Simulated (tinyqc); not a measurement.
# Anisotropic elasticity and sound waves of a cubic crystal, step by step

A worked calculation. Computed by tinyqc, a small Python program that keeps every step. Command: `OMP_NUM_THREADS=1 python tinyqc.py 3028939 3028940 out.jsonl cubicelastic walk`. One thread of a shared host (Intel(R) Xeon(R) Processor @ 2.30GHz), about 0.01 s of CPU time with the checks. Intermediate numbers are printed to about 6 digits and carried at full precision; extremes and crossings named in words are read from the listed rows.

Voigt order 1..6 = xx, yy, zz, yz, xz, xy, with engineering shear strains. The rotated frame has x' as named, z' along the wafer normal and y' = z' x x'.

Inputs (values chosen for the exercise, modelled on gold):

| quantity | value | unit |
|---|---|---|
| C11 | 188.7 | GPa |
| C12 | 164.5 | GPa |
| C44 | 41.62 | GPa |
| density rho | 19.48 | g/cm^3 |
| expansion coefficient of the film | 14 | ppm/K |
| expansion coefficient of the substrate | 7.5 | ppm/K |
| cooling Delta T | 700 | K |

Frame: (111) wafer, x' along [1-10].

wave normal (not normalised): 2  4.5  1.2

## Compliances and anisotropy

S11 = (C11 + C12)/D, S12 = -C12/D, D = (C11 - C12)(C11 + 2 C12), S44 = 1/C44. Zener ratio A = 2 C44/(C11 - C12); S0 = S11 - S12 - S44/2; H = 2 C44 + C12 - C11.

S11 = 28.1921 1/TPa

S12 = -13.1302 1/TPa

S44 = 24.0269 1/TPa

Zener ratio A = 3.43967

S0 = 29.3089 1/TPa

H = 59.04 GPa

## Stiffness in the rotated frame

direction cosines a (rows x', y', z' in the cube axes):
```
           x          y          z
x'  0.707107  -0.707107   0.000000
y'  0.408248   0.408248  -0.816497
z'  0.577350   0.577350   0.577350
```

C'_ijkl = C12 delta_ij delta_kl + C44 (delta_ik delta_jl + delta_il delta_jk) - H sum_m a_im a_jm a_km a_lm.

C' (GPa):
```
         1        2        3        4        5        6
1  218.220  154.660  144.820  -13.916    0.000    0.000
2  154.660  218.220  144.820   13.916    0.000    0.000
3  144.820  144.820  228.060    0.000    0.000    0.000
4  -13.916   13.916    0.000   21.940    0.000    0.000
5    0.000    0.000    0.000    0.000   21.940  -13.916
6    0.000    0.000    0.000    0.000  -13.916   31.780
```

Normal stress couples to shear strain in this frame.

## Moduli along the axes of the frame

Invert C' to S'. E along x' = 1/S'11, along y' = 1/S'22; Poisson ratios nu(x'y') = -S'12/S'11 and nu(x'z') = -S'13/S'11; in-plane shear modulus 1/S'66.

E along x' = 73.8680 GPa

E along y' = 73.8680 GPa

nu(x'y') = 0.609073

nu(x'z') = 0.248242

in-plane shear modulus = 22.9536 GPa

The plane is isotropic in E.

## Thermal stress in a film with this orientation

On cooling, a thick substrate imposes eps_1 = eps_2 = (alpha_film - alpha_substrate) Delta T and eps_6 = 0; the free surface sets sigma_3 = sigma_4 = sigma_5 = 0, which fixes eps_3, eps_4, eps_5. Biaxial modulus M = (sigma_1 + sigma_2)/(2 eps); energy density M eps^2. Elastic response and constant coefficients are assumed.

in-plane strain = 4.55 per mille

elastic strain along the normal = -5.77858 per mille

stress along x' = 859.751 MPa

stress along y' = 859.751 MPa

biaxial modulus M = 188.956 GPa

energy density = 3.91187 MJ/m^3

The film ends in tension. Caution: the thermal stress of this film exceeds 200 MPa, which can relax by slip, cracking or buckling in a real film.

## Sound waves along the wave normal

In the cube axes, with unit normal n: G_ij = (C12 + C44) n_i n_j + (C44 - H n_i^2) delta_ij, eigenvalues rho v^2, eigenvectors u (columns, largest component positive). Group velocity V_i = [(C12 + C44)(u.n) u_i + C44 n_i - H u_i^2 n_i]/(rho v); its angle to n has cosine v/|V|.

Christoffel matrix (GPa):
```
        x        y       z
x  64.521   72.210  19.256
y  72.210  157.555  43.326
z  19.256   43.326  49.864
```

phase velocities (m/s): 1110.06  1380.41  3289.71

polarisations:
```
        slow       fast  longitudinal
x   0.802131  -0.387621      0.454242
y  -0.525635  -0.097358      0.845121
z   0.283363   0.916663      0.281841
```

group speeds (m/s): 1572.80  1494.78  3324.66

angles between V and n (degree): 45.1070  22.5578  8.3159

Energy flows off the wave normal by up to 45.1 degrees, for the slow transverse wave.

## Polycrystal bounds against single-crystal directions

B = (C11 + 2 C12)/3; Voigt G = (C11 - C12 + 3 C44)/5; Reuss G = 5/(4 (S11 - S12) + 3 S44); Hill is their mean; E = 9BG/(3B + G), nu = (3B - 2G)/(6B + 2G). Along <hkl>, with g = 0, 1/4, 1/3: 1/E = S11 - 2 S0 g; for a film with that normal C33 = C11 + 2 H g and M = [6B - (3B - C33) - (3B - C33)^2/C33]/2.

bulk modulus B = 172.567 GPa

Averages:

| average | G (GPa) | E (GPa) | nu |
|---|---|---|---|
| Voigt | 29.8120 | 84.5662 | 0.418325 |
| Reuss | 21.0642 | 60.7218 | 0.441354 |
| Hill | 25.4381 | 72.7400 | 0.429747 |

Directions:

| direction | E (GPa) | biaxial modulus M (GPa) |
|---|---|---|
| <100> | 35.471 | 66.393 |
| <110> | 73.868 | 162.460 |
| <111> | 115.569 | 188.956 |

The bounds on G differ by 42 %, while E varies by a factor 3.26 with direction; with A above 1 the stiffest axis is <111>. Under a fixed mismatch strain, grains with a <100> normal store the least energy.

Checks made by the program: E along x' against 1/E = S11 - 2 S0 (l^2 m^2 + m^2 n^2 + n^2 l^2) (relative difference below 1e-10); closed form of M against the matrix solution (relative difference below 1e-10).
